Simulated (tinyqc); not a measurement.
Heavy doping: gap narrowing, degeneracy and the minority density: sweeps and comparisons. A value that a table varies takes the place of the one given here.

F_j(eta) = (1/Gamma(j + 1)) integral_0^infinity x^j dx/(1 + exp(x - eta)), which tends to exp(eta) for eta << 0.

Empirical narrowing (Slotboom form, constants chosen for the exercise; published fits of this form give the apparent narrowing, here it is taken as the true one): dEg = E0 [ln(N/N0) + sqrt(ln(N/N0)^2 + C)].

Majority: N = Nc F_1/2(eta), eta the distance of EF beyond the majority band edge in kT. Degeneracy factor gam = F_1/2(eta)/exp(eta). ni0^2 = Nc Nv exp(-Eg/kT); product n p = ni0^2 gam exp(dEg/kT), dEg the true narrowing; apparent narrowing dEa = dEg + kT ln gam; minority density = n p/N.

Bipolar transistor with N as emitter doping: beta = K (N/NB) exp((dEa_B + dG - dEa_E)/kT), dEa_E = dEg(N) + kT ln gam, dEa_B = dEg(NB). For the sweep in T, Nc is scaled as (T/T0)^(3/2) from its value at T0 = T.

Constants: kB = 8.617333262e-05 eV/K.

Parameters, chosen for this exercise (gap and densities of states near those of Si at this temperature; narrowing constants near the fits for Si; not measured data):
- Eg = 1.131 eV (gap)
- Nc = 2.11e+19 1/cm^3 (conduction-band density of states)
- Nv = 8.36e+18 1/cm^3 (valence-band density of states)
- T = 250 K
- E0 = 7.07 meV (narrowing scale)
- N0 = 1.3e+17 1/cm^3 (onset density)
- C = 0.5 (smoothing constant)
- N = 2e+19 1/cm^3 (ionised donors, equal to the majority density)
- NB = 2e+17 1/cm^3 (base doping)
- K = 4.9 (ratio (D_B W_E)/(D_E W_B))
- dG = 0 meV (extra narrowing of the base by alloying)

## Narrowing against degeneracy

N takes the values listed; the last column is N over the factor gam exp(dEg/kT), the doping that a simple model would need to give the same minority density.

Results:

| N (1/cm^3) | eta | gam | dEg (meV) | dEa (meV) | minority (1/cm^3) | effective doping (1/cm^3) |
|---|---|---|---|---|---|---|
| 6.0e+16 | -5.86 | 0.999 | 1.9 | 1.9 | 0.0509 | 5.49e+16 |
| 2.0e+17 | -4.66 | 0.997 | 8.9 | 8.8 | 0.0211 | 1.33e+17 |
| 6.0e+17 | -3.55 | 0.990 | 22.7 | 22.5 | 0.0132 | 2.11e+17 |
| 2.0e+18 | -2.32 | 0.967 | 39.3 | 38.6 | 0.00837 | 3.34e+17 |
| 6.0e+18 | -1.16 | 0.905 | 54.6 | 52.5 | 0.00533 | 5.25e+17 |
| 2.0e+19 | 0.28 | 0.718 | 71.6 | 64.4 | 0.00278 | 1.00e+18 |
| 6.0e+19 | 2.01 | 0.380 | 87.0 | 66.2 | 0.00101 | 2.78e+18 |
| 2.0e+20 | 5.25 | 0.0496 | 104.0 | 39.3 | 8.66e-05 | 3.23e+19 |
| 4.0e+20 | 8.50 | 0.00387 | 113.8 | -5.9 | 5.32e-06 | 5.26e+20 |

dEg grows steadily to 113.8 meV, while the apparent value peaks at 66.2 meV for N = 6e+19 and falls to -5.9 meV as the Fermi level enters the band (a negative value is not met in measurements: parabolic bands with a fixed mass overstate the filling). N grows by a factor 33 from the third to the sixth row and the effective doping by 4.8: net of degeneracy, narrowing takes away 86 % of the factor gained by heavier doping.

## Current gain against temperature

Gain:

| T (K) | beta | beta with dG = 0 | without narrowing |
|---|---|---|---|
| 150 | 7.76 | 7.76 | 490 |
| 200 | 20.5 | 20.5 | 490 |
| 250 | 37.2 | 37.2 | 490 |
| 300 | 55.9 | 55.9 | 490 |
| 350 | 75.0 | 75.0 | 490 |
| 400 | 93.8 | 93.8 | 490 |
| 450 | 112 | 112 | 490 |

dEa_B + dG - dEa_E at T0 = -55.5 meV

beta is 7.76 at 150 K and 112 at 450 K, since the net exponent is negative: the emitter has the larger apparent narrowing. At 300 K narrowing and degeneracy change the gain by a factor 0.114.

## What moves the minority density and the gain

All results formed anew. Each row changes one parameter from the base and keeps the others.

Results:

| case | dEg (meV) | dEa (meV) | minority (1/cm^3) | beta |
|---|---|---|---|---|
| base | 71.56 | 64.43 | 0.00278 | 37.2 |
| N = 4e+19 1/cm^3 | 81.32 | 67.24 | 0.00158 | 65.3 |
| E0 = 8.484 meV | 85.87 | 78.74 | 0.00541 | 20.8 |
| N0 = 2.6e+17 1/cm^3 | 61.81 | 54.69 | 0.00177 | 45.5 |
| Eg = 1.151 eV | 71.56 | 64.43 | 0.00110 | 37.2 |
| Nc = 2.74e+19 1/cm^3 | 71.56 | 66.05 | 0.00390 | 34.5 |
| NB = 4e+17 1/cm^3 | 71.56 | 64.43 | 0.00278 | 27.5 |

The largest shifts from the base row, up to three for each result and ties (the steps differ in size, so this ranks the rows, not the parameters). dEg (meV): E0 +14.31, N +9.76, N0 -9.75; unchanged at the printed digits by Eg, Nc and NB. dEa (meV): E0 +14.31, N0 -9.75, N +2.81; unchanged at the printed digits by Eg and NB. minority (1/cm^3): E0 +0.00262, Eg -0.00168, N -0.00120; unchanged at the printed digits by NB. beta: N +28.1, E0 -16.4, NB -9.69; unchanged at the printed digits by Eg.

Run: tinyqc, `OMP_NUM_THREADS=1 python tinyqc.py 1651171 1651172 out.jsonl`; Intel(R) Xeon(R) Processor @ 2.30GHz, one thread, shared host; about 0.01 s of CPU time with all checks.
